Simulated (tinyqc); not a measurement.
Avalanche multiplication and breakdown of a junction from ionisation integrals: one step, computed by the program tinyqc. Command: `OMP_NUM_THREADS=1 python tinyqc.py 3019724 3019725 out.jsonl impact walk`. One thread of a shared host (Intel(R) Xeon(R) Processor @ 2.30GHz), about 0.01 s of CPU time with the checks.

Ionisation coefficients follow the local field. Position x runs through the depletion layer from the p side (x = 0), where electrons enter, to the n side (x = w), where holes enter. The built-in voltage is neglected.

Problem. Coefficients at the critical field. alpha_n = a_n exp(-(b_n/F)^c), alpha_p = a_p exp(-(b_p/F)^c).

Inputs (values chosen for the exercise, modelled on InP):

| quantity | value | unit |
|---|---|---|
| electron prefactor a_n | 5.3e+06 | 1/cm |
| electron field b_n | 3.08e+06 | V/cm |
| hole prefactor a_p | 1.9e+06 | 1/cm |
| hole field b_p | 2.32e+06 | V/cm |
| exponent c | 1 | - |

Junction: one-sided abrupt n+p.

critical field F_m = 0.4591305 MV/cm

Give: alpha_n; alpha_p; ratio k = alpha_p/alpha_n; shorter ionisation length.

Solution.

alpha_n = 6469.7 1/cm

alpha_p = 12141 1/cm

ratio k = alpha_p/alpha_n = 1.8766

shorter ionisation length = 0.82366 micrometre

Holes ionise more readily at the peak field.
